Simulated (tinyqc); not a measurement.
Threshold of a short bulk MOSFET: charge sharing, barrier lowering, narrow width: two steps of the calculation.

n-channel device on a p-type body, depletion approximation, full ionisation. Uniform doping N = Na. Vbi from Boltzmann statistics is rough for the degenerate source. Cox = eps0 eox/tox.

Inputs (values chosen for the exercise); band and dielectric values close to those of silicon: temperature T = 400 K; band gap Eg = 1.12 eV; relative permittivity eps_r = 11.8; conduction-band density of states at T Nc = 4.23e19 cm^-3; valence-band density of states at T Nv = 4.08e19 cm^-3; relative permittivity of the gate insulator (close to silicon nitride) eox = 7.41; insulator thickness tox = 8.4 nm; channel doping Na = 6.1e17 cm^-3; source and drain doping Nsd = 1e20 cm^-3; flat-band voltage for the doping Na Vfb = -0.81 V; junction depth xj = 15 nm; body-source voltage Vbs = -1 V; drain-source voltage Vds = 0.5 V; gate width W = 1100 nm; shape factor of the fringing depletion at the width edges xw = 1.5708; channel length L = 250 nm.

Constants: q = 1.602176634e-19 C, kB = 1.380649e-23 J/K, Vt = kB T/q, eps0 = 8.8541878128e-14 F/cm where lengths are in cm. Results are converted to the units shown.

Question 1. Long-channel threshold and scales. ni = sqrt(Nc Nv) exp(-Eg/(2 Vt)), Eg in volts; 2 pB = 2 Vt ln(N/ni); flat band Vfb - Vt ln(N/Na); Wd = sqrt(2 eps0 eps_r (2 pB - Vbs)/(q N)); body term q N Wd/Cox; long-channel VT0 = flat band + 2 pB + body term; Vbi = Vt ln(N Nsd/ni^2); scale length l = sqrt((eps_r/eox) tox Wd).

Give: N; 2 pB; flat band; Wd; body term; VT0; Vbi; l.

Answer 1.

N = 6.100e17 cm^-3
2 pB = 0.8290 V
flat band = -0.8100 V
Wd = 62.53 nm
body term = 0.7825 V
VT0 = 0.8015 V
Vbi = 1.005 V
l = 28.92 nm

Question 2. Short-channel and narrow-width shifts. Charge sharing (trapezoid; it ignores Vds): F = (xj/L)(sqrt(1 + 2 Wd/xj) - 1), lowering = body term times F. Barrier lowering: th = exp(-L/(2 l)) + 2 exp(-L/l), lowering = th [2 (Vbi - 2 pB) + Vds], DIBL = th. Narrow width: rise = body term times xw Wd/W. VT by each model = VT0 - lowering + rise.

2 pB = 0.82900776 V
Wd = 62.534262 nm
body term = 0.78247524 V
VT0 = 0.80148300 V
Vbi = 1.0047830 V
l = 28.922149 nm

Give: F; lowering by charge sharing; th; lowering of the barrier; DIBL; narrow-width rise; VT, charge sharing; VT, barrier lowering.

Answer 2.

F = 0.12335
lowering by charge sharing = 96.517 mV
th = 0.013626
lowering of the barrier = 11.604 mV
DIBL = 13.626 mV/V
narrow-width rise = 69.874 mV
VT, charge sharing = 0.77484 V
VT, barrier lowering = 0.85975 V

L is 8.64 scale lengths. The charge-sharing lowering is 8.32 times the barrier lowering; the first falls off as 1/L and the second exponentially. Both describe the same loss of gate control, so they are alternatives and are not added.

Computed by the program tinyqc: `OMP_NUM_THREADS=1 python tinyqc.py 2002168 2002169 out.jsonl`, one thread of a shared Intel Xeon 2.30GHz, about 0.01 s for the whole run.
